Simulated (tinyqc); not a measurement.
RHF in the sto-3g basis, for H3+, spin multiplicity 1, step by step. One step of it, computed by the program tinyqc.

Task: Iteration 2 (converged): orbitals. Diagonalise F' = X^T F X, C = X C', fill 1 alpha and 1 beta electrons from the bottom; D = 2 C_occ C_occ^T. Each column has its largest component positive (the first on a tie).

Fock matrix F (hartree), lower triangle:
```
           1H 1s      2H 1s      3H 1s
1H 1s  -0.537914
2H 1s  -0.410051  -0.537914
3H 1s  -0.410080  -0.410080  -0.537924
```

X:
```
               1          2         3
1H 1s  -0.481017   0.833109  0.462355
2H 1s  -0.481017  -0.833109  0.462355
3H 1s   0.962004   0.000000  0.462370
```

Give: F' = X^T F X; orbital energies; coefficients C; D after iteration 2.

Result:

F' = X^T F X (hartree), lower triangle:
```
         1        2        3
1  -0.1775
2   0.0000  -0.1775
3   0.0000   0.0000  -0.8710
```

orbital energies (hartree): MO1 -0.8710, MO2 -0.1775, MO3 -0.1775

coefficients C:
```
          MO1      MO2      MO3
1H 1s  0.4624   0.8331  -0.4810
2H 1s  0.4624  -0.8331  -0.4810
3H 1s  0.4624   0.0000   0.9620
```

D after iteration 2, lower triangle:
```
        1H 1s   2H 1s   3H 1s
1H 1s  0.4275
2H 1s  0.4275  0.4275
3H 1s  0.4276  0.4276  0.4276
```
